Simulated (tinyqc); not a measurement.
Programming of a floating-gate cell by Fowler-Nordheim tunnelling: one step of the calculation.

Per tunnel area the floating gate has Ctun = 3.9 eps0/tox to the channel (0 V) and Ccg to the control gate, Ct = Ctun/(1 - ag), no other coupling. With the threshold shift U = -Q/Ccg the field is F = ag (Vg - U)/tox, and dU/dt = J/Ccg. Fowler-Nordheim: J = A F^2 exp(-B/F), A = q^2/(16 pi^2 hbar mo phi) (times 1e14 for A/cm^2 with F in V/nm, emitter mass m0), B = (4/3) sqrt(mo/C) phi^1.5, C = hbar^2/(2 m0).

Task. Constants of the cell. A, B, Ccg = ag Ct, the starting field and current, K = A B ag/(Ccg tox), and the knee time t0 = exp(B/F(0))/K.

Parameters, values chosen for the exercise; oxide values close to those of silicon dioxide:
```
symbol,value,unit,meaning
phi,3.14,eV,tunnel barrier
mo,0.42,m0,tunnelling mass
tox,6.4,nm,tunnel oxide thickness
ag,0.65,,coupling ratio Ccg/Ct
ar,530,nm^2,tunnel area
Vt0,-1.8,V,threshold shift at the start
Vg,9.7,V,control-gate voltage
```

Constants: q = 1.602176634e-19 C, hbar = 1.054571817e-34 J s, m0 = 9.1093837015e-31 kg, eps0 = 8.8541878128e-14 F/cm where lengths are in cm, hbar^2/(2 m0) = 0.0380998212 eV nm^2. Results are converted to the units shown.

Give: A; B; Ccg; F(0); J(0); K; t0; electrons for 1 V of shift.

Result.

A = 1.169e8 A cm^-2 (V/nm)^-2
B = 24.63 V/nm
Ccg = 1.002 uF/cm^2
F(0) = 1.168 V/nm
J(0) = 0.1106 A/cm^2
K = 2.918e14 1/s
t0 = 4.942 us
electrons for 1 V of shift = 33.15

Range of the model: Programming fields of 10 MV/cm and more wear the oxide; trapping and the channel potential are ignored.

Computed by the program tinyqc: `OMP_NUM_THREADS=1 python tinyqc.py 2130162 2130163 out.jsonl`, one thread of a shared Intel Xeon 2.30GHz, about 0.02 s for the whole run.
